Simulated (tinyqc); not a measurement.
## Polarisation charge from two barrier thicknesses

Problem. Voff = phiB - dEc - q sigma d/(eps0 eb). Find sigma, phiB - dEc and the thickness at which Voff = 0.

Constants: q = 1.602176634e-19 C, eps0 = 8.8541878128e-14 F/cm where lengths are in cm. Results are converted to the units shown.

Voff at d = 13 and 29 nm (V): -5.2251835  -12.429471
eb = 9.5491000

Solution. Voff is a straight line in d: its slope is -q sigma/(eps0 eb) and its intercept phiB - dEc.

sigma = 2.38e13 cm^-2
phiB - dEc = 0.628 V
thickness for Voff = 0 = 1.40 nm

Program tinyqc, `OMP_NUM_THREADS=1 python tinyqc.py 2180003 2180004 out.jsonl`; Intel Xeon 2.30GHz, shared host, one thread, about 0.01 s.
